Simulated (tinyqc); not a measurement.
## Polycrystalline film, grain-boundary barriers (Seto model): effect of the temperature

One-dimensional grains of size Lg with donors N; each boundary has Qt acceptor-like traps per area at one level Et below the band edge. Trapped electrons qt deplete a width w = qt/N (both sides together) and raise a barrier Vb = q N w^2/(8 eps0 eps_r). Current crosses the barriers by thermionic emission at small bias. Abrupt depletion, full ionisation, Boltzmann statistics.

Nc is given at 300 K and scales as (T/300 K)^1.5; mg and vc are fixed. Partly depleted grains: the density at the grain centre is n0 = N and qt = Qt/(1 + 2 (Nc/N) exp((Vb - Et)/Vt)). If that gives qt >= N Lg, the grains are fully depleted: qt = N Lg, w = Lg and n0 = 2 Nc exp((Vb - Et)/Vt)/(Qt/(N Lg) - 1). Resistivity: barriers rb = Vt exp(Vb/Vt)/(q n0 vc Lg), grain interior rg = (1 - w/Lg)/(q mg N); effective mobility 1/(q N (rb + rg)).

Values chosen for this exercise; values close to those of polycrystalline silicon: relative permittivity of the semiconductor eps_r = 11.7; grain size Lg = 400 nm; trap density at a boundary Qt = 2.5e12 cm^-2; donor density N = 2.1e17 cm^-3; mobility inside a grain mg = 170 cm^2/(V s); collection velocity at the barrier vc = 8.4e6 cm/s; conduction-band density of states at the reference temperature Nc = 2.8e19 cm^-3; trap level below the band edge Et = 0.55 eV.

Constants: q = 1.602176634e-19 C, kB = 1.380649e-23 J/K, Vt = kB T/q, eps0 = 8.8541878128e-14 F/cm where lengths are in cm. Results are converted to the units shown.

The same in every row: n0 (cm^-3) = 2.100e17.

Result of one run:
```
T (K)	w/Lg	Vb (V)	resistivity (ohm cm)
250	0.2484	0.4007	2.279e5
```

What becomes of these results when the temperature T is changed from 250 to 280 K, all else the same?

Result of the changed run:
```
T (K)	w/Lg	Vb (V)	resistivity (ohm cm)
280	0.2425	0.3820	1.601e4
```

The whole series:
```
T (K)	w/Lg	Vb (V)	resistivity (ohm cm)
220	0.2541	0.4195	6.816e6
250	0.2484	0.4007	2.279e5
280	0.2425	0.3820	1.601e4
310	0.2365	0.3633	1906
340	0.2304	0.3448	334.2
370	0.2241	0.3263	78.66
400	0.2178	0.3080	23.30
430	0.2112	0.2899	8.321
```

As T goes from 220 to 430 K, the barrier falls from 0.419 to 0.290 V and the resistivity falls from 6.82e6 to 8.32 ohm cm. The grains are fully depleted in 0 of the 8 rows. The activation energy between the first two rows is 0.537 eV.

Numbers from tinyqc (`OMP_NUM_THREADS=1 python tinyqc.py 2610009 2610010 out.jsonl`; about 0.01 s on one thread of a shared Intel Xeon 2.30GHz).
